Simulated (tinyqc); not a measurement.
Mass and g factor above the band edge: five-level k.p model folded onto the conduction band.

Second-order sums for the lowest conduction level at E: 1/m = 1 + Cm + (Ep/3)(2/E + 1/(E + Dso)) - (Ep2/3)(2/(E7 + D2 - E) + 1/(E7 - E)); g/2 = 1 + Cg - (Ep/3)(1/E - 1/(E + Dso)) - (Ep2/3)(1/(E7 - E) - 1/(E7 + D2 - E)). E is counted from the top of the valence band; E = Eg at the edge.

Parameters, chosen for this exercise (near those of ZnSe; shifted at random, so the results belong to these values and not to a real crystal): Eg = 2.838 eV (gap at Gamma to the s-like level); Dso = 0.41 eV (spin-orbit splitting); Ep = 24.8 eV (Kane energy); E7 = 7.29 eV (upper Gamma7 conduction level, from the valence top); D2 = 0.09 eV (its spin-orbit splitting, Gamma8 above Gamma7); Ep2 = 1.2 eV (Kane energy to the upper levels); Cm = -2.6 (remote term in 1/m); Cg = 0 (remote term in g/2).

The sums are evaluated at E = Eg + dE, as is done for confined or hot electrons.

Results:
```
dE (meV)    m(E)   g(E)  m(E)/m(Eg)  1 + dE/Eg
0         0.1537  1.261      1.0000     1.0000
20        0.1551  1.271      1.0089     1.0070
50        0.1572  1.285      1.0224     1.0176
100       0.1607  1.307      1.0450     1.0352
150       0.1642  1.329      1.0680     1.0529
200       0.1677  1.349      1.0912     1.0705
300       0.1750  1.387      1.1385     1.1057
```

What does the comparison show?

Over 300 meV the mass grows by 13.8 %, against 10.6 % for two levels alone, and g moves from 1.261 to 1.387, towards the free value 2.

Run: tinyqc, `OMP_NUM_THREADS=1 python tinyqc.py 1080675 1080676 out.jsonl`; Intel(R) Xeon(R) Processor @ 2.30GHz, one thread, shared host; about 0.01 s of CPU time with all checks.
